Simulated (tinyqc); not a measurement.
What moves the results: deformation-potential model of the Delta valleys of a conduction band. A value that a table varies takes the place of the one given here.

Valleys with axes along x, y and z, each a pair at +k and -k. Herring-Vogt shift of a valley with unit axis a: dE = Xd tr(e) + Xu a.e.a. Non-degenerate shares n_i = exp(-dE_i/kT)/sum_j exp(-dE_j/kT). Inverse mass tensor of a valley: (1 - a a)/mt + a a/ml; the masses are taken as independent of strain.

s11 = (C11 + C12)/((C11 - C12)(C11 + 2 C12)), s12 = -C12/((C11 - C12)(C11 + 2 C12)), s44 = 1/C44; exx = s11 sxx + s12 (syy + szz) and cyclic, exy = s44 sxy/2; tension is positive. A uniaxial stress X along the unit vector n is s_ij = X n_i n_j.

Constants: kB = 8.617333262e-05 eV/K.

Inputs chosen for the exercise (near those of Si; not measured data):

| symbol | value | unit | meaning |
|---|---|---|---|
| ml | 0.905 | m0 | longitudinal mass |
| mt | 0.184 | m0 | transverse mass |
| Xd | 1.19 | eV | dilation potential |
| Xu | 8.77 | eV | uniaxial potential |
| C11 | 164.8 | GPa |  |
| C12 | 63.4 | GPa |  |
| C44 | 79.5 | GPa |  |
| load | uniaxial [110] |  | kind of stress |
| T | 300 | K | temperature |
| X1 | 0.7 | GPa | size of the stress |
| X | 0.24 | GPa | stress |

## Sweep of a uniaxial [110] stress

m_c = 1/(u.M.u) along [1-10] with M = sum_i n_i (inverse mass tensor); gain against zero stress at a fixed scattering time.

Results:

| X (GPa) | spread (meV) | lowest edge (meV) | n x | n y | n z | m_c (m0) | gain (%) |
|---|---|---|---|---|---|---|---|
| -3.00 | 129.7 | -85.6 | 0.498 | 0.498 | 0.003 | 0.3052 | -17.9 |
| -1.50 | 64.9 | -42.8 | 0.480 | 0.480 | 0.039 | 0.2981 | -16.0 |
| -0.60 | 25.9 | -17.1 | 0.423 | 0.423 | 0.155 | 0.2774 | -9.7 |
| 0.00 | 0.0 | 0.0 | 0.333 | 0.333 | 0.333 | 0.2505 | 0.0 |
| 0.60 | 25.9 | -8.8 | 0.211 | 0.211 | 0.577 | 0.2213 | 13.2 |
| 1.50 | 64.9 | -22.1 | 0.070 | 0.070 | 0.860 | 0.1949 | 28.6 |
| 3.00 | 129.7 | -44.2 | 0.007 | 0.007 | 0.987 | 0.1850 | 35.5 |

How do the results move?

Along [1-10] the gain is -17.9 % at -3.00 GPa and +35.5 % at 3.00 GPa. The slope at zero stress (from +/- 0.001 GPa), +20.2 % per GPa, carried to the ends would give -60 and +60 %; the response falls behind at both ends, as it saturates once the spread passes a few kT (kT = 25.9 meV, spread up to 130 meV).

## Gain for each load and current direction

Each load has the size X1. Gain m_c(0)/m_c - 1 in per cent from repopulation alone, m_c = 1/(u.M.u), M = sum_i n_i (inverse mass tensor); biaxial means sxx = syy.

Gain (%); + is tension, - compression:

| load | [100] | [010] | [001] | [110] | [1-10] | [111] |
|---|---|---|---|---|---|---|
| uniaxial [110] (+) | 15.4 | 15.4 | -30.8 | 15.4 | 15.4 | 0.0 |
| uniaxial [110] (-) | -10.8 | -10.8 | 21.6 | -10.8 | -10.8 | 0.0 |
| uniaxial [100] (+) | 31.2 | -15.6 | -15.6 | 7.8 | 7.8 | 0.0 |
| uniaxial [100] (-) | -54.8 | 27.4 | 27.4 | -13.7 | -13.7 | 0.0 |
| uniaxial [111] (+) | 0.0 | 0.0 | 0.0 | 0.0 | 0.0 | 0.0 |
| uniaxial [111] (-) | 0.0 | 0.0 | 0.0 | 0.0 | 0.0 | 0.0 |
| biaxial (001) (+) | 27.4 | 27.4 | -54.8 | 27.4 | 27.4 | 0.0 |
| biaxial (001) (-) | -15.6 | -15.6 | 31.2 | -15.6 | -15.6 | 0.0 |

How do the results move?

The largest gain is +31.2 %, for uniaxial [100] (+) with the current along [100] and biaxial (001) (-) with the current along [001]; for a [110] channel it is +27.4 %, under biaxial (001) (+). No gain or loss appears under uniaxial [111]: the valleys stay equivalent (in real silicon shear also changes the masses, which this model leaves out).

## Temperature and repopulation

The load is fixed; m_c along [1-10] as 1/(u.M.u).

Results:

| T (K) | kT (meV) | n x | n y | n z | m_c (m0) |
|---|---|---|---|---|---|
| 50 | 4.31 | 0.076 | 0.076 | 0.848 | 0.1959 |
| 77 | 6.64 | 0.148 | 0.148 | 0.705 | 0.2085 |
| 150 | 12.93 | 0.236 | 0.236 | 0.527 | 0.2267 |
| 225 | 19.39 | 0.270 | 0.270 | 0.461 | 0.2344 |
| 300 | 25.85 | 0.286 | 0.286 | 0.428 | 0.2383 |
| 400 | 34.47 | 0.298 | 0.298 | 0.403 | 0.2414 |
| 500 | 43.09 | 0.306 | 0.306 | 0.389 | 0.2432 |

How do the results move?

The largest share falls from 0.848 at 50 K to 0.389 at 500 K (equal shares: 0.333); m_c goes from 0.1959 to 0.2432, against 0.2505 without stress. Only spread/kT enters, so the small-stress response goes as 1/T.

## What each parameter does

Spread of the valley edges, lowest edge, largest share and m_c along [1-10]. Each row changes one parameter from the base and keeps the others.

Results:

| case | spread (meV) | lowest edge (meV) | largest share | m_c (m0) |
|---|---|---|---|---|
| base | 10.38 | -3.53 | 0.4276 | 0.2383 |
| ml = 0.724 m0 | 10.38 | -3.53 | 0.4276 | 0.2339 |
| mt = 0.221 m0 | 10.38 | -3.53 | 0.4276 | 0.2820 |
| Xd = 0.952 eV | 10.38 | -3.73 | 0.4276 | 0.2383 |
| Xu = 10.524 eV | 12.45 | -4.44 | 0.4473 | 0.2359 |
| C11 = 131.84 GPa | 15.38 | -6.43 | 0.4754 | 0.2326 |
| C12 = 50.72 GPa | 9.23 | -2.44 | 0.4167 | 0.2397 |
| C44 = 63.6 GPa | 10.38 | -3.53 | 0.4276 | 0.2383 |
| X = 0.192 GPa | 8.30 | -2.83 | 0.4081 | 0.2408 |
| T = 240 K | 10.38 | -3.53 | 0.4523 | 0.2353 |

What can be read from the table?

The largest shifts from the base row, up to three for each result and ties (the steps differ in size, so this ranks the rows, not the parameters). spread (meV): C11 +5.00, Xu +2.08, X -2.08; unchanged at the printed digits by ml, mt, Xd, C44 and T. lowest edge (meV): C11 -2.90, C12 +1.09, Xu -0.90; unchanged at the printed digits by ml, mt, C44 and T. largest share: C11 +0.0478, T +0.0247, Xu +0.0198; unchanged at the printed digits by ml, mt, Xd and C44. m_c (m0): mt +0.0437, C11 -0.0057, ml -0.0044; unchanged at the printed digits by Xd and C44. Xd moves all valleys together, so it shifts the edge and nothing else.

Run: tinyqc, `OMP_NUM_THREADS=1 python tinyqc.py 1081110 1081111 out.jsonl`; Intel(R) Xeon(R) Processor @ 2.30GHz, one thread, shared host; about 0.03 s of CPU time with all checks.
